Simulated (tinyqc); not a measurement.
Raman line shape of confined optical phonons and breathing modes of small crystals. Inputs raised by 10 %, one at a time. Computed by tinyqc, a small Python program. Command: `OMP_NUM_THREADS=1 python tinyqc.py 3012049 3012050 out.jsonl confine sens`. One thread of a shared host (Intel(R) Xeon(R) Processor @ 2.30GHz), about 0.07 s of CPU time with the checks.

Confinement in 3 direction(s) lets phonons with q away from zero scatter light. q is in units of 2 pi/a, from 0 to 1, and the branch is isotropic: omega(q)^2 = (omega_0^2 + omega_X^2)/2 + ((omega_0^2 - omega_X^2)/2) cos(pi q). The model and its constant beta are phenomenological; beta = 8 is the common choice.

Inputs (values chosen for the exercise, modelled on silicon):
```
quantity,value,unit
bulk frequency omega_0,520.7,1/cm
frequency at the zone boundary omega_X,425,1/cm
natural width Gamma_0,3.2,1/cm
lattice constant a,5.431,angstrom
size L,4.2,nm
confinement constant beta,8,-
longitudinal velocity,8860,m/s
transverse velocity,5400,m/s
```

Shape: sphere.

Constants: c = 299792458 m/s.

Method:
- Weight W(q) = q^2 exp(-(2 L q/a)^2/(2 beta)) dq, that is exp(-k^2 L^2/(2 beta pi^2)) for k = 2 pi q/a.
- I(omega) = int W(q) / [(omega - omega(q))^2 + (Gamma_0/2)^2] dq / int W dq x (Gamma_0/2)^2, by 400 Gauss-Legendre points on 0 < q < min(1, 2.5 a sqrt(2 beta)/L).
- The peak is the maximum of I; the width is taken between the half-maximum points, and the asymmetry is the low-side half-width over the high-side one.
- Lamb: with s = omega R/v_L, R = L/2, the lowest radial mode solves tan(s)/s = 1/(1 - s^2 v_L^2/(4 v_T^2)), s between pi/2 and pi; wavenumber = s v_L/(2 pi c R).

Runs:
```
input moved,from,to,peak shift (1/cm),full width (1/cm),asymmetry,breathing wavenumber (1/cm)
base run,-,-,-8.9323,27.822,2.4689,55.32
natural width Gamma_0 (1/cm),3.2,3.52,-9.0430,28.037,2.4383,55.32
size L (nm),4.2,4.62,-7.5061,23.396,2.4354,50.29
confinement constant beta,8,8.8,-9.7673,30.384,2.4784,55.32
longitudinal velocity (m/s),8860,9746,-8.9323,27.822,2.4689,64.65
transverse velocity (m/s),5400,5940,-8.9323,27.822,2.4689,50.39
```

Exponents ln(y'/y) / ln(x'/x):
```
input,peak shift,full width,asymmetry,breathing wavenumber
natural width Gamma_0,0.129,0.081,-0.131,0.000
size L,-1.825,-1.818,-0.143,-1.000
confinement constant beta,0.938,0.924,0.040,0.000
longitudinal velocity,0.000,0.000,0.000,1.635
transverse velocity,0.000,0.000,0.000,-0.979
```

Among the inputs moved here: peak shift answers most in size to size L (exponent -1.825), next to confinement constant beta (+0.938); its exponent is below 0.0005 for longitudinal velocity, transverse velocity. Full width answers most in size to size L (exponent -1.818), next to confinement constant beta (+0.924); its exponent is below 0.0005 for longitudinal velocity, transverse velocity. Asymmetry answers most in size to size L (exponent -0.143), next to natural width Gamma_0 (-0.131); its exponent is below 0.0005 for longitudinal velocity, transverse velocity. Breathing wavenumber answers most in size to longitudinal velocity (exponent +1.635), next to size L (-1.000); its exponent is below 0.0005 for natural width Gamma_0, confinement constant beta. Its exponent -1.000 in size L: an acoustic standing wave.

Extremes, crossings and ranges named in words are read from the listed rows.
